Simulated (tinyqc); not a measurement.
## Core-level spacing from the offsets

Inverse problem. For an overlayer B on a substrate A, dEv = (iB - iA) - (cB - vB) + (cA - vA) in binding energies, and dEc + dEv = EgB - EgA. Find dEv and the spacing iB - iA that a thin film must show.

Parameters, values chosen for the exercise:

| symbol | value | unit | meaning |
|---|---|---|---|
| EgA | 3.44 | eV | gap of the substrate A |
| EgB | 8.65 | eV | gap of the overlayer B |

dEc = 3.6731250 eV
cA - vA = 91.876875 eV
cB - vB = 49.66 eV

Answer. The gaps give dEv, and the Kraut relation is solved for the spacing.

dEv = 1.5369 eV
iB - iA = -40.680 eV

Program tinyqc, `OMP_NUM_THREADS=1 python tinyqc.py 2410148 2410149 out.jsonl`; Intel Xeon 2.30GHz, shared host, one thread, about 0.01 s.
